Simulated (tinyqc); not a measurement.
# Capacitance measurement on a leaky thin oxide: effects of series resistance and leakage: what changes with what

The device is a capacitance C in parallel with a leakage conductance G, in series with Rs and Ls. An impedance meter reports either a parallel pair (Cp, Gp) from Y = 1/Z = Gp + i w Cp or a series pair (Cs, Rm) from Z = Rm + 1/(i w Cs); w = 2 pi f, dissipation D = Gp/(w |Cp|).

Parameters, values chosen for the exercise; values of the order met in thin-oxide MOS capacitors:
```
symbol,value,unit,meaning
eox,3.9,,relative permittivity of the gate insulator (close to silicon dioxide)
tox,2.1,nm,insulator thickness
A,100,um^2,gate area
zc,0.42,nm,oxide-equivalent thickness added by the accumulation layer
zp,0,nm,oxide-equivalent thickness added by gate depletion
Jg,0.055,A/cm^2,"gate leakage current density, not matched to the thickness"
Vs,0.29,V,voltage for an e-fold rise of the leakage
Rs,62,ohm,series resistance
Ls,0,nH,series inductance
f,50000,Hz,measuring frequency
```

Constants: eps0 = 8.8541878128e-14 F/cm where lengths are in cm. Results are converted to the units shown.

Each table varies one quantity; the others keep the values above.

## Readings against frequency

EOT = 3.9 tox/eox; CET = EOT + zc + zp; C = 3.9 eps0 A/CET; G = Jg A/Vs. Z = Rs + i w Ls + 1/(G + i w C); CET read from Cp = 3.9 eps0 A/Cp; errors under 0.001 % are printed as 0.

The same in every row: C (pF) = 1.370.

Readings against frequency:

| f (Hz) | Cp (pF) | Cs (pF) | D | error of Cp (%) | error of Cs (%) | CET read from Cp (nm) |
|---|---|---|---|---|---|---|
| 1000 | 1.370 | 666.3 | 22.03 | -2.35e-3 | 4.85e4 | 2.520 |
| 3000 | 1.370 | 75.25 | 7.343 | -2.35e-3 | 5390 | 2.520 |
| 10000 | 1.370 | 8.019 | 2.203 | -2.35e-3 | 485 | 2.520 |
| 30000 | 1.370 | 2.109 | 0.7343 | -2.35e-3 | 53.9 | 2.520 |
| 1e5 | 1.370 | 1.437 | 0.2203 | -2.35e-3 | 4.85 | 2.520 |
| 3e5 | 1.370 | 1.378 | 0.07359 | -2.35e-3 | 0.539 | 2.520 |
| 1e6 | 1.370 | 1.371 | 0.02256 | -2.38e-3 | 0.0485 | 2.520 |
| 3e6 | 1.370 | 1.370 | 0.008944 | -2.61e-3 | 5.39e-3 | 2.520 |
| 1e7 | 1.370 | 1.370 | 0.007541 | -5.20e-3 | 0 | 2.520 |
| 3e7 | 1.370 | 1.370 | 0.01675 | -0.0280 | 0 | 2.521 |

Read the table: what changes, and by how much?

D goes from 22.0 through a minimum of 0.00754 (at f = 1e7 Hz among the rows listed) to 0.0167; without inductance its minimum lies at f = sqrt(G (1 + G Rs)/Rs)/(2 pi C) = 6.42e6 Hz. The error of Cp goes from -0.00235 to -0.0280 % and that of Cs from 48500 to 0 %; at low frequency Cp tends to C/(1 + G Rs)^2 and Cs grows as 1 + (G/(w C))^2. One of the two readings is within 2 % of C for f = 1000, 3000, 10000, 30000, 1e5, 3e5, 1e6, 3e6, 1e7, 3e7 Hz. For f = 1000, 3000, 10000 D exceeds 1, where the accuracy of real meters degrades in proportion to sqrt(1 + D^2).

## Effect of the gate area

Same model as above.

Rs is held fixed.

Effect of the gate area:

| A (um^2) | C (pF) | Cp (pF) | Cs (pF) | D | error of Cp (%) | error of Cs (%) | CET read from Cp (nm) |
|---|---|---|---|---|---|---|---|
| 20 | 0.2741 | 0.2741 | 0.3273 | 0.4406 | 0 | 19.4 | 2.520 |
| 70 | 0.9592 | 0.9592 | 1.145 | 0.4406 | -1.65e-3 | 19.4 | 2.520 |
| 200 | 2.741 | 2.740 | 3.273 | 0.4406 | -4.70e-3 | 19.4 | 2.520 |
| 600 | 8.222 | 8.221 | 9.818 | 0.4407 | -0.0141 | 19.4 | 2.520 |
| 2000 | 27.41 | 27.39 | 32.73 | 0.4412 | -0.0470 | 19.4 | 2.521 |
| 5000 | 68.51 | 68.43 | 81.81 | 0.4422 | -0.118 | 19.4 | 2.523 |
| 10000 | 137.0 | 136.7 | 163.6 | 0.4437 | -0.235 | 19.4 | 2.526 |
| 40000 | 548.1 | 542.9 | 654.5 | 0.4533 | -0.945 | 19.4 | 2.544 |

What does the table show?

As A goes from 20 to 40000, the error of Cp goes from 0 to -0.945 %, that of Cs from 19.4 to 19.4 %, and D rises from 0.441 to 0.453. The CET read from Cp goes from 2.52 to 2.54 nm against the true 2.52 nm. G/(w C) does not depend on the area, while G Rs and w C Rs grow with it.

Computed by the program tinyqc: `OMP_NUM_THREADS=1 python tinyqc.py 2022054 2022055 out.jsonl`, one thread of a shared Intel Xeon 2.30GHz, about 0.01 s for the whole run.
